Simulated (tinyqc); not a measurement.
Field from the level spacing.

Problem. In a triangular well E_k = a_k (C F^2/mz1)^(1/3), a_1 = 2.338107, a_2 = 4.087949, C = hbar^2/(2 m0), F in eV/nm (1 MV/cm = 0.1 eV/nm). Find F, E_1, the mean distance 2 E_1/(3 F) of the lowest level and the sheet charge eps0 eps_r F/q behind such a field.

Values chosen for this exercise: relative permittivity eps_r = 11.7; mass along z of valley set A (2 valley(s)) mz1 = 0.909 m0.

Constants: q = 1.602176634e-19 C, hbar = 1.054571817e-34 J s, m0 = 9.1093837015e-31 kg, eps0 = 8.8541878128e-14 F/cm where lengths are in cm, hbar^2/(2 m0) = 0.0380998212 eV nm^2. Results are converted to the units shown.

spacing of the two lowest levels = 100.26940 meV

Answer. The spacing over a_2 - a_1 is the energy scale (C F^2/mz1)^(1/3), which gives F.

F = 0.6700 MV/cm
E_1 = 134.0 meV
mean distance = 1.333 nm
sheet charge over q = 4.332e12 cm^-2

Numbers from tinyqc (`OMP_NUM_THREADS=1 python tinyqc.py 2160159 2160160 out.jsonl`; about 1 s on one thread of a shared Intel Xeon 2.30GHz).
